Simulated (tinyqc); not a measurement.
Bandgap voltage reference from two bipolar transistors: two steps of the calculation.

Two transistors of area 1 and N carry the same current I. Is(T) = Is (T/T0)^eta exp[(Vg0 q/kB)(1/T0 - 1/T)], VBE1 = Vt ln(I/Is(T)) + I rb, VBE2 = Vt ln(I/(N Is(T))) + I rb/N. The amplifier forces I R1(T) = VBE1 - VBE2 + Vos, with R(T) = R (1 + tc (T - T0)) for both resistors, and the output is Vref = VBE1 + I R2(T). Base currents and the Early effect are neglected.

Parameters, values chosen for the exercise; values of the order met in silicon bipolar transistors:
```
symbol,value,unit,meaning
T0,298,K,reference temperature
Vg0,1.145,V,band-gap voltage extrapolated to 0 K
eta,3.7,,temperature exponent of the saturation current
Is,8.4e-16,A,saturation current of the unit transistor at T0
N,8,,area ratio of the second transistor
R1,8.1,kohm,"resistor across which the difference of VBE falls, at T0"
tc,0,ppm/K,temperature coefficient of both resistors
Vos,0,mV,offset of the amplifier
rb,150,ohm,series resistance of the unit transistor
R2,89.01,kohm,output resistor at T0
```

Constants: q = 1.602176634e-19 C, kB = 1.380649e-23 J/K. Results are converted to the units shown.

Question 1. Operating point at the reference temperature. Vt = kB T/q; I = (Vt ln N + Vos)/(R1(T) - rb (1 - 1/N)). Evaluate at T = T0.

Give: Vt; I; Is(T); VBE1; I R2; Vref.

Answer 1.

Vt = 0.02568 V
I = 6.701 uA
Is(T) = 8.400e-16 A
VBE1 = 0.5865 V
I R2 = 0.5965 V
Vref = 1.183 V

Question 2. Resistor for zero slope at T0, ideal case. With tc = 0, Vos = 0 and rb = 0 the current is proportional to T, dVBE/dT = (VBE - Vg0 - (eta - 1) Vt)/T, and Vref has zero slope at T0 when Vref = Vg0 + (eta - 1) Vt0. Find VBE1, its slope, that Vref, R2/R1 and the curvature d2Vref/dT2 = -(eta - 1) kB/(q T0).

Find: VBE1; dVBE/dT; Vref; R2/R1; curvature.

Answer 2.

VBE1 = 0.58507 V
dVBE/dT = -2.1116 mV/K
Vref = 1.2143 V
R2/R1 = 11.784
curvature = -0.78077 uV/K^2

Numbers from tinyqc (`OMP_NUM_THREADS=1 python tinyqc.py 2062081 2062082 out.jsonl`; about 0.02 s on one thread of a shared Intel Xeon 2.30GHz).
